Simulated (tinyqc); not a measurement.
sp3s* tight binding: one step. Levels at this k. The numbers come from values chosen for the exercise (near a published set for InAs, fitted to gaps, whose masses and valley positions are rough).

H(k) (eV), lower triangle (Hermitian):
```
                      sa                   xa                   ya                   za                  s*a
sa             -9.552000
xa                     0             0.909000
ya                     0                    0             0.909000
za                     0                    0                    0             0.909000
s*a                    0                    0                    0                    0             7.406000
sc   -2.175860-1.801833i   1.860685+1.981428i   1.860685+1.981428i   1.860685+1.981428i                    0
xc   -1.036067-1.103300i   0.711212+0.588956i  -1.528310-1.627485i  -1.528310-1.627485i  -1.149136-1.223706i
yc   -1.036067-1.103300i  -1.528310-1.627485i   0.711212+0.588956i  -1.528310-1.627485i  -1.149136-1.223706i
zc   -1.036067-1.103300i  -1.528310-1.627485i  -1.528310-1.627485i   0.711212+0.588956i  -1.149136-1.223706i
s*c                    0   1.336674+1.423413i   1.336674+1.423413i   1.336674+1.423413i                    0

            sc        xc        yc        zc       s*c
sc   -2.720000
xc           0  3.731000
yc           0         0  3.731000
zc           0         0         0  3.731000
s*c          0         0         0         0  6.747000
```

Problem. Diagonalise H, which belongs to k = (0.48, 0.48, 0.48) (2 pi/a). Four bands are filled (two electrons each); give the make-up of band 5, the lowest empty one.

Give: levels; weights of band 5; weight of band 5 on atom a.

Solution.

levels (eV): -11.0968  -6.2986  -1.1324  -1.1324  1.3797  4.1329  5.7724  5.7724  8.2932  10.1105

weights of band 5: s 0.454, p 0.426, s* 0.120

weight of band 5 on atom a = 0.280

The vertical gap at this k is 2.5121 eV; band 5 is mostly s-like.

Program tinyqc; command `OMP_NUM_THREADS=1 python tinyqc.py 1482718 1482719 out.jsonl`; about 0.05 s on one thread of a shared Intel(R) Xeon(R) Processor @ 2.30GHz.
